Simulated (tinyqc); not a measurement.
Mass and g factor above the band edge: five-level k.p model folded onto the conduction band.

Second-order sums for the lowest conduction level at E: 1/m = 1 + Cm + (Ep/3)(2/E + 1/(E + Dso)) - (Ep2/3)(2/(E7 + D2 - E) + 1/(E7 - E)); g/2 = 1 + Cg - (Ep/3)(1/E - 1/(E + Dso)) - (Ep2/3)(1/(E7 - E) - 1/(E7 + D2 - E)). E is counted from the top of the valence band; E = Eg at the edge.

Inputs chosen for the exercise (near those of InAs; shifted at random, so the results belong to these values and not to a real crystal): Eg = 0.421 eV (gap at Gamma to the s-like level); Dso = 0.39 eV (spin-orbit splitting); Ep = 21.7 eV (Kane energy); E7 = 4.45 eV (upper Gamma7 conduction level, from the valence top); D2 = 0.15 eV (its spin-orbit splitting, Gamma8 above Gamma7); Ep2 = 6.2 eV (Kane energy to the upper levels); Cm = -1.4 (remote term in 1/m); Cg = -0.02 (remote term in g/2).

The sums are evaluated at E = Eg + dE, as is done for confined or hot electrons.

Results:

| dE (meV) | m(E) | g(E) | m(E)/m(Eg) | 1 + dE/Eg |
|---|---|---|---|---|
| 0 | 0.0242 | -14.601 | 1.0000 | 1.0000 |
| 25 | 0.0255 | -13.209 | 1.0562 | 1.0594 |
| 51 | 0.0269 | -11.945 | 1.1147 | 1.1211 |
| 76 | 0.0283 | -10.877 | 1.1711 | 1.1805 |
| 101 | 0.0297 | -9.930 | 1.2277 | 1.2399 |
| 152 | 0.0325 | -8.304 | 1.3435 | 1.3610 |

Give the missing row, dE (meV) = 10.

Computed row:
```
dE (meV)    m(E)     g(E)  m(E)/m(Eg)  1 + dE/Eg
10        0.0247  -14.022      1.0225     1.0238
```

Over 152 meV the mass grows by 34.4 %, against 36.1 % for two levels alone, and g moves from -14.601 to -8.304, towards the free value 2.

(tinyqc, `OMP_NUM_THREADS=1 python tinyqc.py 1050359 1050360 out.jsonl`, Intel(R) Xeon(R) Processor @ 2.30GHz, 1 thread, shared host, about 0.01 s.)
